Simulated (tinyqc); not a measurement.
Closing and reopening the gap: Kane-Mele model of a buckled honeycomb layer in a normal field.

Sublattices A and B lie at +/-b, so the field gives them the energies +/-D, D = e b Ez (in eV for b in angstrom and Ez in V/angstrom); 2 lam is the gap at zero field. Near the valleys tau = +/-1, for spin sz = +/-1: H = hbar v (tau qx sx + qy sy) + m sz_AB with m = D - tau sz lam, hbar v = (sqrt3/2) a t. On the lattice the spin-orbit term is the second-neighbour hopping i (lam/3 sqrt3) nu sz, nu = +/-1 by the sense of the turn. The filled band of one cone contributes tau sign(m)/2 to the Chern number, in the sense Omega = curl of i<u|grad u>. Rashba terms are left out.

Constants: kB = 8.617333262e-05 eV/K.

Parameters, chosen for this exercise (out of a larger set: of the size used for stanene; not measured data): lam = 0.14 eV (spin-orbit half gap); b = 0.38 angstrom (half the buckling height).

Ez = f lam/b. Gap 2 |D - lam|, second gap 2 (D + lam), Z2 index, and the temperature at which kB T equals the gap.

Against field:

| f | Ez (V/angstrom) | gap (meV) | second gap (meV) | Z2 | gap/kB (K) |
|---|---|---|---|---|---|
| 0.00 | 0 | 280.000 | 280.000 | 1 | 3249.3 |
| 0.25 | 0.0921 | 210.000 | 350.000 | 1 | 2436.9 |
| 0.75 | 0.276 | 70.000 | 490.000 | 1 | 812.3 |
| 0.90 | 0.332 | 28.000 | 532.000 | 1 | 324.9 |
| 1.10 | 0.405 | 28.000 | 588.000 | 0 | 324.9 |
| 1.50 | 0.553 | 140.000 | 700.000 | 0 | 1624.6 |
| 2.00 | 0.737 | 280.000 | 840.000 | 0 | 3249.3 |
| 3.00 | 1.11 | 560.000 | 1120.000 | 0 | 6498.5 |

Give the missing row, f = 0.50, Ez (V/angstrom) = 0.184.

Computed row:
```
f     Ez (V/angstrom)  gap (meV)  second gap (meV)  Z2  gap/kB (K)
0.50            0.184    140.000           420.000   1      1624.6
```

The gap closes at Ez = 0.3684 V/angstrom, 36.8 MV/cm at the atoms (the applied field must be larger by the screening), and is back at its zero-field size at twice that. At zero field it is 280.0 meV, above kB T at 300 K (25.9 meV).

Program tinyqc; command `OMP_NUM_THREADS=1 python tinyqc.py 1450699 1450700 out.jsonl`; about 0.01 s on one thread of a shared Intel(R) Xeon(R) Processor @ 2.30GHz.
